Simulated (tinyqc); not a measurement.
Worked calculation: spherical quantum dot. Values are carried at full precision from step to step, so a last printed digit may differ when a step is redone from the rounded ones.

With hard walls E = c (x/R)^2/mw, x a zero of j_l: 1s 3.141593; 2s 6.283185; 1p 4.493409; 2p 7.725252; 1d 5.763459; 2d 9.095011; 1f 6.987932; 2f 10.417119.

Constants: hbar^2/2m0 = 3.80998211 eV angstrom^2; e^2/(4 pi eps0) = 14.39964547 eV angstrom; Ry = 13.60569312 eV; a0 (Bohr radius) = 0.5291772105 angstrom; hc = 1239.841984 eV nm.

Inputs chosen for the exercise (near those of an InGaAs dot in InAlAs; not measured data):
- R = 77 angstrom (radius)
- mw = 0.0403 m0 (mass inside)
- V0 = 0.496 eV (barrier height)
- mb = 0.0745 m0 (mass outside)
- E = 0.0969 eV (trial energy)
- Eg = 0.799 eV (bulk gap)
- mh = 0.46 m0 (hole mass)
- eps = 13.4 (dielectric constant inside)
- eps_o = 7.3 (dielectric constant beyond a thin barrier shell (oxide or ligands))

## Hard-wall levels

The six lowest of these, with their orbital degeneracy; c = hbar^2/2m0.

Hard walls:

| state | degeneracy | x | E (eV) |
|---|---|---|---|
| 1s | 1 | 3.1416 | 0.1574 |
| 1p | 3 | 4.4934 | 0.3219 |
| 1d | 5 | 5.7635 | 0.5297 |
| 2s | 1 | 6.2832 | 0.6295 |
| 1f | 7 | 6.9879 | 0.7786 |
| 2p | 3 | 7.7253 | 0.9516 |

Shells close, with spin and per valley, at 2, 8, 18, 20 electrons; levels above about 0.3 eV are beyond a parabolic mass, and anisotropic valleys split the shells. The real barrier, V0 = 0.496 eV, lies below 4 values at the end of the list.

## The matching condition at a trial energy

A sphere of radius R, isotropic masses, c = hbar^2/2m0, k = sqrt(mw E/c), kappa = sqrt(mb (V0 - E)/c). State n l is the spherical Bessel function j_l(k r) inside and k_l(kappa r) outside; psi and psi'/m are continuous: (k/mw) j_l'(kR)/j_l(kR) = (kappa/mb) k_l'(kappa R)/k_l(kappa R). For l = 0 this reads kR cot(kR) = 1 - (mw/mb)(1 + kappa R).

Both sides for the lowest state, in the form for l = 0.

k R = 2.4652
kappa R = 6.8022
left side = -3.0707
right side = -3.2205

The left side falls with E and the right side rises; here the left is the larger, so the level lies above the trial energy.

## Bound levels

All roots below V0 for angular numbers 0 to 3, two each at most; the last column is the ratio to the hard-wall level.

Finite barrier:

| state | degeneracy | E (eV) | k R | E/E(hard) |
|---|---|---|---|---|
| 1s | 1 | 0.0984 | 2.4836 | 0.625 |
| 1p | 3 | 0.2015 | 3.5552 | 0.626 |
| 1d | 5 | 0.3286 | 4.5399 | 0.620 |
| 2s | 1 | 0.3960 | 4.9832 | 0.629 |
| 1f | 7 | 0.4706 | 5.4327 | 0.604 |

5 levels of these are bound; the lowest reaches 63 % of its hard-wall value.

## Lowest optical transition

Brus estimate with the correlation term of Kayanuma, both carriers between hard walls: E = Eg + c (pi/R)^2 (1/mw + 1/mh) - 1.786 q/(eps R) - 0.248 Ry*, with q = e^2/(4 pi eps0), Ry* = Ry mu/eps^2, 1/mu = 1/mw + 1/mh, a* = a0 eps/mu, c = hbar^2/2m0. It assumes R below about a*.

Give the terms and the wavelength hc/E.

mu = 0.0371 m0
a* = 191.4 angstrom

confinement, Coulomb and correlation terms (eV): 0.1712  -0.0249  -0.0007

E = 0.9445 eV
wavelength = 1312.6 nm

R/a* = 0.40: strong confinement, as the formula assumes. For the electron, hard walls give 59 meV more than the finite barrier.

## Charging energy

Two electrons in the hard-wall 1s state repel by U = 1.786 q/(eps R) + q (1/eps_o - 1/eps)/R, the second term from the polarisation of the surface; q = e^2/(4 pi eps0). The addition energies are U for the second electron and U + E(1p) - E(1s) for the third, with U taken as constant and hard-wall levels.

direct term = 24.9 meV
polarisation term = 11.7 meV

addition energies (meV): 36.6  201.2

## Checks

- Lowest level by radial finite differences against the matching condition, eV: both 0.0984.

tinyqc: `OMP_NUM_THREADS=1 python tinyqc.py 1280246 1280247 out.jsonl`; about 0.08 s, one thread, shared Intel(R) Xeon(R) Processor @ 2.30GHz.
